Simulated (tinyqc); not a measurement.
Transparency density and B against temperature: optical gain and spontaneous emission in a bulk direct-gap semiconductor.

Parabolic bands, vertical transitions, no excitons. For each hole band j: mr = me mj/(me + mj); joint density of states J_j(E) = (mr/c)^(3/2) sqrt(E - Eg)/(2 pi^2), both spins, c = hbar^2/2m0; averaged matrix element |e.p|^2 = m0 Ep/6; alpha_j(E) = 4 pi^2 alpha_f c Ep J_j/(3 nr E) in 1/angstrom (alpha_f the fine-structure constant, listed as alpha among the constants), times 1e8 for 1/cm.

F_j(eta) = (1/Gamma(j + 1)) integral_0^infinity x^j dx/(1 + exp(x - eta)), which tends to exp(eta) for eta << 0.

Quasi-Fermi levels: n = Nc F_1/2(Fc/kT) and p = Nv F_1/2(Fv/kT), Fc counted up from the conduction edge and Fv down from the valence edge; Nc, Nv from N = 2 (m kB T/(4 pi c))^(3/2) with c = hbar^2/2m0, in 1/angstrom^3; times 1e24 for 1/cm^3, with me and (mhh^(3/2) + mlh^(3/2))^(2/3).

For band j the electron sits at Ee = (E - Eg) mr/me above its edge and the hole at Eh = (E - Eg) mr/mj; fe = 1/(1 + exp((Ee - Fc)/kT)), fh = 1/(1 + exp((Eh - Fv)/kT)); gain g = sum_j alpha_j (fe + fh - 1).

Spontaneous rate: R = integral of (nr E/(hbar c))^2/(pi^2 hbar) sum_j alpha_j fe fh dE, with alpha in 1/cm and (nr E/(hbar c))^2 in 1/cm^2 (1e16 per 1/angstrom^2); B = R/(n p); lifetime n/R.

Constants: hbar^2/2m0 = 3.80998211 eV angstrom^2; fine-structure constant alpha = 0.007297352564; kB = 8.617333262e-05 eV/K; hbar = 6.58211957e-16 eV s; hbar c = 1973.269805 eV angstrom.

Inputs chosen for the exercise (near those of GaN; shifted at random, so the results belong to these values and not to a real crystal):
```
symbol  value   unit  meaning
Eg      3.423   eV    direct gap
me      0.1955  m0    electron mass
mhh     1.396   m0    heavy-hole mass
mlh     0.286   m0    light-hole mass
Ep      17.6    eV    Kane energy
nr      2.64          refractive index
```

Eg is held fixed; B is taken at n = 1e15 1/cm^3.

Results:
```
T (K)  transparency density (1/cm^3)  Fc/kT there  B (cm^3/s)
100                         1.16e+18        1.969    3.39e-10
150                         2.13e+18        1.969    1.85e-10
200                         3.28e+18        1.969    1.20e-10
250                         4.58e+18        1.969    8.63e-11
300                         6.03e+18        1.969    6.58e-11
350                         7.59e+18        1.969    5.23e-11
400                         9.28e+18        1.969    4.29e-11
500                         1.30e+19        1.969    3.08e-11
```

What does the comparison show, and why?

Fc/kT at transparency stays at 1.969, since it depends on Nv/Nc alone, so the density goes as T^1.50. B goes as T^-1.49, against T^-1.5 for non-degenerate carriers: hot carriers spread over k and fewer pairs share a wave vector.

Run: tinyqc, `OMP_NUM_THREADS=1 python tinyqc.py 1652008 1652009 out.jsonl`; Intel(R) Xeon(R) Processor @ 2.30GHz, one thread, shared host; about 0.09 s of CPU time with all checks.
